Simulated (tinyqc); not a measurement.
Margin needed against array size.

Cells fail independently with probability Q(k) = erfc(k/sqrt(2))/2 when the margin is k standard deviations, and Y = exp(-Nb Q(k)). phi = exp(-k^2/2)/sqrt(2 pi).  k solves Y = exp(-Nb Q(k)); the estimate is sqrt(2 ln(Nb/(-ln Y))).

Inputs (values chosen for the exercise): wanted yield Y = 0.99.

Results:

| Nb | allowed Q | k | estimate |
|---|---|---|---|
| 4096 | 2.454e-6 | 4.569 | 5.083 |
| 65536 | 1.534e-7 | 5.119 | 5.602 |
| 16777216 | 5.990e-10 | 6.080 | 6.517 |
| 268435456 | 3.744e-11 | 6.511 | 6.929 |
| 4294967296 | 2.340e-12 | 6.915 | 7.319 |
| 68719476736 | 1.463e-13 | 7.298 | 7.688 |

Estimate the missing row, Nb = 1048576.

Computed row:

| Nb | allowed Q | k | estimate |
|---|---|---|---|
| 1048576 | 9.585e-9 | 5.619 | 6.077 |

With this row back in the table: A 1.68e7-fold larger array raises k only from 4.57 to 7.30; the last factor of 16 costs 0.38 standard deviations. The estimate, which drops the factor 1/(k sqrt(2 pi)) of the tail, is 11 % above k in the first row and 5.3 % above it in the last.

tinyqc, about 0.01 s, one thread, Intel Xeon 2.30GHz (shared host): `OMP_NUM_THREADS=1 python tinyqc.py 2090136 2090137 out.jsonl`
